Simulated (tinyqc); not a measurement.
Surface potential of a MOS transistor: implicit equation and explicit approximations: accuracy of the approximations against gate voltage.

p-type body, charge-sheet picture, depletion and inversion only, full ionisation (an idealisation for deep acceptors), Boltzmann statistics (rough once Na exp(x - xn) passes about Nc/7). In units of Vt: xg = (Vg - Vfb)/Vt, x = psi/Vt, G = gamma/sqrt(Vt), xn = (2 phiF + Vc)/Vt. The implicit equation is (xg - x)^2 = G^2 [x - 1 + exp(x - xn)] for x above about 3. Cox = eps0 eox/tox.

ni = sqrt(Nc Nv) exp(-Eg/(2 Vt)), Eg in volts; phiF = Vt ln(Na/ni); gamma = sqrt(2 q eps0 eps_r Na)/Cox; VT = Vfb + Vt (xn + G sqrt(xn - 1)). Depletion value a = 1 + [sqrt(G^2/4 + xg - 1) - G/2]^2; inversion value b = xn + ln[(xg - xn)^2/G^2 - xn + 1] and first guess y = min(a, b) - ln(1 + exp(-|a - b|)) if a > xn + 1, else b = y = a; one second-order correction with D = exp(y - xn), p = 2 (xg - y) + G^2 (1 + D), w = (xg - y)^2 - G^2 (y - 1 + D): z = y + 2 w/(p + sqrt(p^2 - 2 (2 - G^2 D) w)), or the Newton step z = y + w/p where the root is not real. N_inv = (Cox Vt G/q) [sqrt(x - 1 + exp(x - xn)) - sqrt(x - 1)] at the root. Lambert form (Cox m Vt/q) W0[(G/(2 m sqrt(xn - 1))) exp((Vg - VT)/(m Vt))], m = 1 + G/(2 sqrt(xn - 1)). Errors under 1e-4 mV, and the linear form below VT, are printed as 0.

Parameters, values chosen for the exercise; band and dielectric values close to those of silicon:
- T = 350 K (temperature)
- Eg = 1.14 eV (band gap)
- eps_r = 11.8 (relative permittivity)
- Nc = 3.55e19 cm^-3 (conduction-band density of states at T)
- Nv = 3.34e19 cm^-3 (valence-band density of states at T)
- eox = 3.9 (relative permittivity of the gate insulator (close to silicon dioxide))
- tox = 1.3 nm (insulator thickness)
- Na = 1.6e17 cm^-3 (acceptor density)
- Vfb = -0.61 V (flat-band voltage)
- Vc = 0.2 V (channel-body voltage)

Constants: q = 1.602176634e-19 C, kB = 1.380649e-23 J/K, Vt = kB T/q, eps0 = 8.8541878128e-14 F/cm where lengths are in cm. Results are converted to the units shown.

Results:
```
Vg (V),psi (V),x - xn,error of y (mV),error of z (mV),N_inv (cm^-2),Cox (Vg - VT)/q (cm^-2),Lambert form (cm^-2)
0.09,0.6324,-12.72,0,0,8.409e4,0,6.156e4
0.29,0.8224,-6.417,2.30e-3,0,3.999e7,0,3.532e7
0.69,1.144,4.241,31.9,9.89,1.064e12,3.275e12,1.190e12
0.89,1.194,5.912,29.6,9.91,3.510e12,6.590e12,3.888e12
1.09,1.223,6.861,22.5,6.22,6.332e12,9.906e12,6.904e12
1.29,1.243,7.521,18.2,-2.36,9.305e12,1.322e13,1.003e13
1.49,1.258,8.025,15.4,-1.17,1.236e13,1.654e13,1.320e13
1.69,1.270,8.432,13.4,-0.688,1.546e13,1.985e13,1.640e13
```

Estimate the missing row, Vg = 0.49 V.

Computed row:
```
Vg (V),psi (V),x - xn,error of y (mV),error of z (mV),N_inv (cm^-2),Cox (Vg - VT)/q (cm^-2),Lambert form (cm^-2)
0.49,1.012,-0.1162,1.12,0,1.944e10,0,1.953e10
```

With this row back in the table: psi rises from 0.632 to 1.27 V and ends 8.4 Vt above 2 phiF + Vc. Among the rows the first guess is off by at most 32 mV (at Vg = 0.69 V) and the corrected value by at most 9.9 mV. In the last row the linear form is 28 % above N_inv and the Lambert form 6.1 % above it; in the first row the Lambert form is 27 % below it. For Vg = 0.69, 0.89, 1.09, 1.29, 1.49, 1.69 the electron quasi-Fermi level lies less than 2 Vt below the band edge at the surface, or above it, where degeneracy and confinement, left out, matter.

Numbers from tinyqc (`OMP_NUM_THREADS=1 python tinyqc.py 2122091 2122092 out.jsonl`; about 0.01 s on one thread of a shared Intel Xeon 2.30GHz).
